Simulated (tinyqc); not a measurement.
Hubbard chain of 4 sites, step by step. One step of it, computed by the program tinyqc.

Problem. Mean-field iteration 1. H(up) = T + U n(down), H(down) = T + U n(up); fill the lowest levels; n(new) = n + mixing (n(out) - n); E = tr T (rho up + rho down) + U sum n_up n_down of the output.

one-body matrix (hopping and site energies) (eV), order 1, 2, 3, 4:
$$\begin{pmatrix}
0.000000 & -1.930000 & 0.000000 & 0.000000 \\
-1.930000 & 0.000000 & -1.930000 & 0.000000 \\
0.000000 & -1.930000 & 0.000000 & -1.930000 \\
0.000000 & 0.000000 & -1.930000 & 0.000000
\end{pmatrix}$$

U = 4.000000 eV

electrons, up and down: [3, 1]

mixing = 1

n(up) at the start (a guess, not normalised): 1 1.000000, 2 0.300000, 3 1.000000, 4 0.300000

n(down) at the start (a guess): 1 0.000000, 2 0.700000, 3 0.000000, 4 0.700000

Give: levels, up; levels, down; energy; n(up) after iteration 1; n(down) after iteration 1.

Solution.

levels, up (eV): [-2.0223, -0.4392, 3.2392, 4.8223]

levels, down (eV): [-0.8223, 0.7608, 4.4392, 6.0223]

energy = -3.0999 eV

n(up) after iteration 1: 1 0.9183, 2 0.4902, 3 0.7862, 4 0.8053

n(down) after iteration 1: 1 0.0817, 2 0.5098, 3 0.2138, 4 0.1947
